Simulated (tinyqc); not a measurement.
Equilibrium crystal shape, supported particles, Gibbs-Thomson effect and coarsening. Inputs raised by 5 %, one at a time. Computed by tinyqc, a small Python program. Command: `OMP_NUM_THREADS=1 python tinyqc.py 3008428 3008429 out.jsonl wulff sens`. One thread of a shared host (Intel(R) Xeon(R) Processor @ 2.30GHz), about 0.1 s of CPU time with the checks.

A cubic crystal bounded by {100}, {110} and {111} facets only.

Inputs (values chosen for the exercise, for a model metal):
```
quantity                                value      unit
lattice constant a                       3.82  angstrom
first-neighbour bond energy e1          0.463        eV
second-neighbour bond energy e2           0.1        eV
atoms in the particle N                 30000         -
temperature T                             825         K
precipitate interface energy gamma_i     0.36     J/m^2
solubility x_inf at a flat interface    0.002         -
diffusivity D                         1.1e-18     m^2/s
mean radius at the start r0               8.3        nm
time t                                 250000         s
```

Surface energies: broken bonds, fcc.

Constants: 1 eV/angstrom^2 = 16.02176634 J/m^2; e = 1.602176634e-19 C; k_B = 8.617333262e-05 eV/K; k_B = 1.380649e-23 J/K.

Method:
- A cut with normal n breaks sum_R |R.n|/(2 Omega) bonds per area (R over all neighbours of a shell) and makes two surfaces: gamma = sum over shells e_s sum_R |R.n|/(4 Omega). fcc: 12 neighbours a/2 (1,1,0), 6 at a (1,0,0), Omega = a^3/4.
- Wulff construction: the facet planes lie at distances lambda gamma from the centre, and the shape is the region inside all of them; V = (1/3) sum of area x distance. gamma_mean = sum A gamma / sum A; shape factor eta = A/V^(2/3) (4.836 for a sphere). lambda follows from V = N Omega.
- For the Wulff shape mu - mu(bulk) = 2 Omega gamma/h, with gamma and h = lambda gamma the energy and distance of any one facet plane, here (111); the vapour pressure rises by exp[(mu - mu(bulk))/(k_B T)].
- Spherical precipitates of nearly pure solute with atomic volume Omega: x(r) = x_inf exp(l/r), l = 2 gamma_i Omega/(k_B T). Diffusion-limited coarsening at small volume fraction (Lifshitz-Slyozov-Wagner): r^3 = r0^3 + K t, K = (4/9) D x_inf l; the number density falls as (r0/r)^3. The steady size distribution is assumed from the start, and D and x_inf are inputs that do not follow T.

Runs:
```
input moved                                    from       to  mu - mu(bulk) (meV)  pressure ratio  capillary length l (nm)  number density over its start
base run                                          -        -               88.547          3.4747                   0.8809                        0.72643
lattice constant a (angstrom)                  3.82    4.011               88.547          3.4747                   1.0197                        0.69640
first-neighbour bond energy e1 (eV)           0.463  0.48615               92.331          3.6646                   0.8809                        0.72643
second-neighbour bond energy e2 (eV)            0.1    0.105               89.189          3.5062                   0.8809                        0.72643
atoms in the particle N                       30000    31500               87.119          3.4056                   0.8809                        0.72643
precipitate interface energy gamma_i (J/m^2)   0.36    0.378               88.547          3.4747                   0.9249                        0.71663
solubility x_inf at a flat interface          0.002   0.0021               88.547          3.4747                   0.8809                        0.71663
mean radius at the start r0 (nm)                8.3    8.715               88.547          3.4747                   0.8809                        0.75454
```

Exponents ln(y'/y) / ln(x'/x):
```
input                                 mu - mu(bulk)  pressure ratio  capillary length l  number density over its start
lattice constant a                            0.000           0.000                   3                         -0.865
first-neighbour bond energy e1                0.857           1.091                   0                          0.000
second-neighbour bond energy e2               0.148           0.185                   0                          0.000
atoms in the particle N                      -0.333          -0.412                   0                          0.000
precipitate interface energy gamma_i          0.000           0.000                   1                         -0.278
solubility x_inf at a flat interface          0.000           0.000                   0                         -0.278
mean radius at the start r0                   0.000           0.000                   0                          0.778
```

Which inputs matter most for each result?

Among the inputs moved here: mu - mu(bulk) answers most in size to first-neighbour bond energy e1 (exponent +0.857), next to atoms in the particle N (-0.333); its exponent is below 0.0005 for lattice constant a, precipitate interface energy gamma_i, solubility x_inf at a flat interface, mean radius at the start r0. Its exponent -0.333 in atoms in the particle N: mu goes as 1/size. Pressure ratio answers most in size to first-neighbour bond energy e1 (exponent +1.091), next to atoms in the particle N (-0.412); its exponent is below 0.0005 for lattice constant a, precipitate interface energy gamma_i, solubility x_inf at a flat interface, mean radius at the start r0. Capillary length l answers most in size to lattice constant a (exponent +3.000), next to precipitate interface energy gamma_i (+1.000); its exponent is below 0.0005 for first-neighbour bond energy e1, second-neighbour bond energy e2, atoms in the particle N, solubility x_inf at a flat interface, mean radius at the start r0. Number density over its start answers most in size to lattice constant a (exponent -0.865), next to mean radius at the start r0 (+0.778); its exponent is below 0.0005 for first-neighbour bond energy e1, second-neighbour bond energy e2, atoms in the particle N.
